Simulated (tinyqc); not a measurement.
Lossy on-chip transmission line with skin effect: one step of the calculation.

A uniform line in a homogeneous dielectric: c = sqrt(er)/(c0 Z0), l = Z0 sqrt(er)/c0 (c0 = 299792458 m/s), g = w c td, w = 2 pi f. The resistance joins its limits as r = sqrt(r_dc^2 + r_hf^2), with r_dc = rho/(wd th), r_hf = kr rho/(2 delta (wd + th)), delta = sqrt(rho/(pi f mu0)), mu0 = 4 pi 1e-7 H/m; this is an interpolation, and internal inductance, up to 0.05 nH/mm at low frequency, is neglected.

Question. Propagation constant and impedance. gamma = sqrt((r + i w l)(g + i w c)) = alpha + i beta, Zc = sqrt((r + i w l)/(g + i w c)), roots with positive real part; loss 8.685889638 alpha in dB; phase velocity w/beta.

Parameters, values chosen for the exercise: length len = 0.46 mm; frequency f = 1.3 GHz.

r = 23.267358 ohm/mm
l = 0.30762134 nH/mm
c = 151.91177 pF/m
g = 0.012408368 S/m

Wanted: gamma len; Zc; loss; phase velocity over c0; r/(w l).

Answer.

gamma len = 0.05266+0.05807i
Zc = 102.6-91.2i ohm
loss = 0.9944 dB/mm
phase velocity over c0 = 0.2158
r/(w l) = 9.260

r exceeds w l, so the line behaves mainly as an RC line at this frequency.

Numbers from tinyqc (`OMP_NUM_THREADS=1 python tinyqc.py 2810178 2810179 out.jsonl`; about 0.01 s on one thread of a shared Intel Xeon 2.30GHz).
